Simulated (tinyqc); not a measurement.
Thermoelectric coefficients with electrons and holes, Landauer integrals: one step of the calculation.

Bulk parabolic band, x = (E - Ec)/kB T, C = hbar^2/(2 m0), kB T in eV. Modes per area gv m kB T x/(4 pi C) times the back-scattering length l0 x^rr give the transport function s0 X(x), s0 = (2 q^2/h) gv m kB T l0/(4 pi C), X = x^(1 + rr). Holes have the same form with the prefactor bb s0 and the reduced level -eta - xg in place of eta. I_k = int X (x - eta)^k w dx, w = 1/(4 cosh^2((x - eta)/2)).

Problem. Coefficients of the electrons. sigma = s0 I_0, S = -(kB/q) I_1/I_0, Lorenz number L = (kB/q)^2 [I_2/I_0 - (I_1/I_0)^2], kappa_e = L sigma T.

Inputs (values chosen for the exercise): temperature T = 300 K; mass of one valley m = 1 m0; valleys gv = 2; back-scattering length at x = 1 l0 = 0.47 nm; energy exponent of that length rr = 2; reduced Fermi level (EF - Ec)/kB T eta = -2.4.

Constants: q = 1.602176634e-19 C, kB = 1.380649e-23 J/K, hbar = 1.054571817e-34 J s, h = 6.62607015e-34 J s, m0 = 9.1093837015e-31 kg, Vt = kB T/q, hbar^2/(2 m0) = 0.0380998212 eV nm^2. Results are converted to the units shown.

converged I_0, I_1, I_2: [0.53829525, 3.4570099, 24.348721]

Give: s0; sigma; S; L; kappa_e.

Solution.

s0 = 39.326 S/cm
sigma = 21.169 S/cm
S = -553.42 uV/K
L = 2.9622 x 1e-8 V^2/K^2
kappa_e = 0.018812 W/(m K)

L is 21 % above the Sommerfeld value (pi^2/3)(kB/q)^2 = 2.443e-8 V^2/K^2.

Range of the model: Parabolic bands, elastic scattering and a fixed kL make these model figures, not those of a material.

Program tinyqc, `OMP_NUM_THREADS=1 python tinyqc.py 2800013 2800014 out.jsonl`; Intel Xeon 2.30GHz, shared host, one thread, about 0.03 s.
